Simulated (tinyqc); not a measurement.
MOS capacitor with interface traps: C-V stretch-out, conductance peak and subthreshold swing: one step, computed by the program tinyqc. Command: `OMP_NUM_THREADS=1 python tinyqc.py 3018870 3018871 out.jsonl mostraps walk`. One thread of a shared host (Intel(R) Xeon(R) Processor @ 2.30GHz), about 0.01 s of CPU time with the checks.

Energies at the interface are counted from the valence band. psi > 0 means bending towards depletion, so the surface potential is -psi. Boltzmann statistics, full ionisation, no quantum confinement. Traps are neutral when filled up to E_n, with a sharp (zero-temperature) occupation.

Task: Charges at the given band bending. With u = psi/k_B T and r = (n_i/N)^2: F = sqrt(exp(-u) + u - 1 + r (exp(u) - u - 1)); Q_s = +sign(u) sqrt(2) eps_s eps_0 (k_B T/e) F/L_D; C_s = (eps_s eps_0/(sqrt(2) L_D)) |1 - exp(-u) + r (exp(u) - 1)|/F; at high frequency, below strong inversion, the terms in r are dropped. D(E) = D_0. E_F at the interface is E_s = E_F - psi; Q_it = -e int from E_n to E_s of D(E) dE; C_it = e D(E_s) (per volt); V_G = phi_ms - psi - (Q_s + Q_it + e N_f)/C_ox.

Inputs (values chosen for the exercise, modelled on germanium, with an insulator like SiO2):
```
quantity                              value         unit
dielectric constant eps_s              16.4            -
doping N                            3.5e+17        cm^-3
work-function difference phi_ms       -0.62            V
fixed charge N_f                    1.1e+10        cm^-2
trap density D_0                    5.1e+11  cm^-2 eV^-1
neutrality level E_n                  0.425           eV
band bending towards depletion psi     0.37            V
temperature T                           350            K
```

Substrate: n-type. Trap spectrum: flat.

k_B T = 0.03016067 eV

n_i = 1.605685e+14 cm^-3

Debye length L_D = 8.837462 nm

bulk E_F = 0.5516377 eV

C_ox = 0.1105345 microF/cm^2

Constants: eps_0 = 8.8541878128e-12 F/m; e = 1.602176634e-19 C.

Give: E_s; Q_s; C_s; C_s at high frequency; D(E_s); Q_it; C_it; gate voltage V_G.

Result:

E_s = 0.1816 eV

Q_s = 0.2357 microC/cm^2

C_s = 0.3609 microF/cm^2

C_s at high frequency = 0.3461 microF/cm^2

D(E_s) = 5.10e+11 cm^-2 eV^-1

Q_it = 0.01989 microC/cm^2

C_it = 0.08171 microF/cm^2

gate voltage V_G = -3.318 V

The traps hold positive charge because E_s lies below E_n.
